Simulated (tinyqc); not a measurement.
# A spin-degenerate level with charging energy between two leads, rate equations: two studies

States 0, up, down and 2 with energies 0, e1 - Ez/2, e1 + Ez/2 and 2 e1 + U. mu_L = +V/2, mu_R = -V/2 (meV), f(x) = 1/(1 + exp(x/kB T)). A transition that adds one electron of given spin at the energy E has the rate G f(E - mu) from each lead, and its reverse G [1 - f(E - mu)]. I counts electrons leaving the left lead, times q.

Inputs (values chosen for the exercise):
- U = 1.2 meV (charging energy of the second electron)
- e1 = 0.44 meV (level)
- GL = 0.31 1/ns (tunnel rate to the left lead)
- GR = 1.4 1/ns (tunnel rate to the right lead)
- T = 0.29 K (temperature)
- Ez = 0.3 meV (Zeeman splitting)

Constants: q = 1.602176634e-19 C, kB = 1.380649e-23 J/K, Vt = kB T/q. Results are converted to the units shown.

Each table varies one quantity; the others keep the values above.

## Current against bias

Transition energies: 0-up e1 - Ez/2, 0-down e1 + Ez/2, up-2 e1 + U + Ez/2, down-2 e1 + U - Ez/2. dp/dt = W p; W_ji is the rate from state i to j, and each column sums to zero. Steady state: W p = 0 with sum p = 1. I = q GL sum over transitions i-j of [fL p_i - (1 - fL) p_j].

Current against bias:
```
V (mV)     I (pA)  I (GL + GR)/(q GL GR)  mean number  p(up) - p(down)
0.12    0.0040599              9.9841e-5    1.8927e-5          1.89e-5
0.47       4.0531               0.099674     0.018070           0.0181
0.82       40.352                0.99235      0.17990            0.180
1.17       53.117                 1.3063      0.23681            0.101
1.52       68.814                 1.6923      0.30679          2.08e-4
1.87       68.846                 1.6931      0.30693          1.89e-7
2.22       68.846                 1.6931      0.30693          8.63e-9
2.57       68.847                 1.6931      0.30694          9.30e-6
2.92       70.059                 1.7229      0.31234          7.80e-3
3.27       73.955                 1.8187      0.32971           0.0327
3.62       79.042                 1.9438      0.35239           0.0102
3.97       81.324                 1.9999      0.36256          1.34e-5
4.32       81.327                 2.0000      0.36257          1.22e-8
```

What does the table show?

The scaled current rises from 9.98e-5 to 2.00. A transition enters the bias window when V = 2 |E|: at 0.580, 1.18, 2.98, 3.58 mV, each step a few kB T = 0.0250 meV wide. With all four transitions inside, the scaled current tends to 2 and the mean number to 2 GL/(GL + GR) = 0.363; the last row has 2.00 and 0.363.

## Effect of unequal tunnel rates

Same model as above.

Here e1 = 0.3 meV, Ez = 0 and V = +/- 1.8 mV, so that only the 0-1 transitions lie in the window.

Results:
```
GR (1/ns)  I at +V (pA)  I at -V (pA)  |I(+V)/I(-V)|  (GL + 2 GR)/(2 GL + GR)
0.015             2.346        -4.382         0.5354                   0.5354
0.031             4.730        -8.278         0.5714                   0.5714
0.065             9.426        -14.67         0.6423                   0.6423
0.13              17.22        -22.66         0.7600                   0.7600
0.28              30.90        -31.97         0.9667                   0.9667
0.58              48.01        -39.19          1.225                    1.225
1.2               65.50        -43.99          1.489                    1.489
5.2               88.75        -48.23          1.840                    1.840
```

Estimate the missing row, GR = 2.5 1/ns.

Computed row:
```
GR (1/ns)  I at +V (pA)  I at -V (pA)  |I(+V)/I(-V)|  (GL + 2 GR)/(2 GL + GR)
2.5               79.60        -46.77          1.702                    1.702
```

With this row back in the table: The ratio of the two currents rises from 0.535 to 1.84 and agrees with the last column to better than 0.01 %. An empty dot can be filled with either spin but a filled one empties in one way, so I = 2 q G_in G_out/(2 G_in + G_out): the current is larger when the slower junction is the entrance.

Range of the model: Rate equations need hbar G well below kB T; cotunnelling and the Kondo effect are left out.

Computed by the program tinyqc: `OMP_NUM_THREADS=1 python tinyqc.py 2780004 2780005 out.jsonl`, one thread of a shared Intel Xeon 2.30GHz, about 0.01 s for the whole run.
